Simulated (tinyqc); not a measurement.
UKS/BLYP in the sto-3g basis, for H4, spin multiplicity 3, step by step. One step of it, computed by the program tinyqc.

Problem. Iteration 1: building the Kohn-Sham matrix. J_ij = sum D_kl (ij|kl) with D = D(alpha) + D(beta); F = H + J + V_xc; E = tr D H + tr D J / 2 + E_xc + E_nn.

D(alpha) at the start, order 1H 1s, 2H 1s, 3H 1s, 4H 1s:
$$\begin{pmatrix}
1.403021 & -0.931007 & -0.076949 & 0.415827 \\
-0.931007 & 1.652023 & -0.350731 & 0.046845 \\
-0.076949 & -0.350731 & 1.325972 & -0.304065 \\
0.415827 & 0.046845 & -0.304065 & 0.244820
\end{pmatrix}$$

D(beta) at the start, order 1H 1s, 2H 1s, 3H 1s, 4H 1s:
$$\begin{pmatrix}
1.004948 & -0.198241 & 0.054132 & 0.405148 \\
-0.198241 & 0.039106 & -0.010678 & -0.079922 \\
0.054132 & -0.010678 & 0.002916 & 0.021824 \\
0.405148 & -0.079922 & 0.021824 & 0.163336
\end{pmatrix}$$

core Hamiltonian H = T + V (hartree), order 1H 1s, 2H 1s, 3H 1s, 4H 1s:
$$\begin{pmatrix}
-1.440605 & -1.118773 & -0.113827 & -0.022390 \\
-1.118773 & -1.607722 & -0.420650 & -0.114038 \\
-0.113827 & -0.420650 & -1.608202 & -1.120173 \\
-0.022390 & -0.114038 & -1.120173 & -1.441262
\end{pmatrix}$$

Two-electron integrals (ij|kl) in chemists' order, unique and non-zero (hartree):
```
(11|11) 0.774606   (21|11) 0.391393   (21|21) 0.238377   (22|11) 0.534533
(22|21) 0.391393   (22|22) 0.774606   (31|11) 0.022976   (31|21) 0.015844
(31|22) 0.030207   (31|31) 0.001471   (32|11) 0.072114   (32|21) 0.054271
(32|22) 0.114363   (32|31) 0.006031   (32|32) 0.026797   (33|11) 0.216479
(33|21) 0.156809   (33|22) 0.324763   (33|31) 0.022976   (33|32) 0.114363
(33|33) 0.774606   (41|11) 0.003305   (41|21) 0.002376   (41|22) 0.004748
(41|31) 0.000251   (41|32) 0.001087   (41|33) 0.004747   (41|41) 0.000045
(42|11) 0.014820   (42|21) 0.011002   (42|22) 0.023024   (42|31) 0.001319
(42|32) 0.006043   (42|33) 0.030263   (42|41) 0.000251   (42|42) 0.001477
(43|11) 0.111128   (43|21) 0.078281   (43|22) 0.157012   (43|31) 0.010994
(43|32) 0.054344   (43|33) 0.391929   (43|41) 0.002378   (43|42) 0.015893
(43|43) 0.238948   (44|11) 0.161430   (44|21) 0.111030   (44|22) 0.216567
(44|31) 0.014797   (44|32) 0.072154   (44|33) 0.534894   (44|41) 0.003305
(44|42) 0.023024   (44|43) 0.391929   (44|44) 0.774606
```

nuclear repulsion = 2.19076817 hartree

V_xc(alpha) (hartree), order 1H 1s, 2H 1s, 3H 1s, 4H 1s:
$$\begin{pmatrix}
-0.529543 & -0.292995 & -0.020817 & -0.003467 \\
-0.292995 & -0.532780 & -0.085811 & -0.019743 \\
-0.020817 & -0.085811 & -0.510261 & -0.243394 \\
-0.003467 & -0.019743 & -0.243394 & -0.350893
\end{pmatrix}$$

V_xc(beta) (hartree), order 1H 1s, 2H 1s, 3H 1s, 4H 1s:
$$\begin{pmatrix}
-0.501952 & -0.228601 & -0.013624 & -0.002200 \\
-0.228601 & -0.275010 & -0.047751 & -0.012440 \\
-0.013624 & -0.047751 & -0.288516 & -0.184269 \\
-0.002200 & -0.012440 & -0.184269 & -0.339695
\end{pmatrix}$$

E_xc = sum of w rho eps_xc = -1.66475139 hartree

Give: Coulomb J; F(alpha); F(beta); total energy of this density.

Solution.

Coulomb J (hartree), order 1H 1s, 2H 1s, 3H 1s, 4H 1s:
$$\begin{pmatrix}
2.127 & 1.239 & 0.097 & 0.016 \\
1.239 & 2.067 & 0.377 & 0.086 \\
0.097 & 0.377 & 1.665 & 0.865 \\
0.016 & 0.086 & 0.865 & 1.261
\end{pmatrix}$$

F(alpha) (hartree), order 1H 1s, 2H 1s, 3H 1s, 4H 1s:
$$\begin{pmatrix}
0.157 & -0.173 & -0.038 & -0.010 \\
-0.173 & -0.074 & -0.129 & -0.047 \\
-0.038 & -0.129 & -0.454 & -0.498 \\
-0.010 & -0.047 & -0.498 & -0.531
\end{pmatrix}$$

F(beta) (hartree), order 1H 1s, 2H 1s, 3H 1s, 4H 1s:
$$\begin{pmatrix}
0.185 & -0.109 & -0.031 & -0.008 \\
-0.109 & 0.184 & -0.091 & -0.040 \\
-0.031 & -0.091 & -0.232 & -0.439 \\
-0.008 & -0.040 & -0.439 & -0.520
\end{pmatrix}$$

total energy of this density = -1.04675 hartree
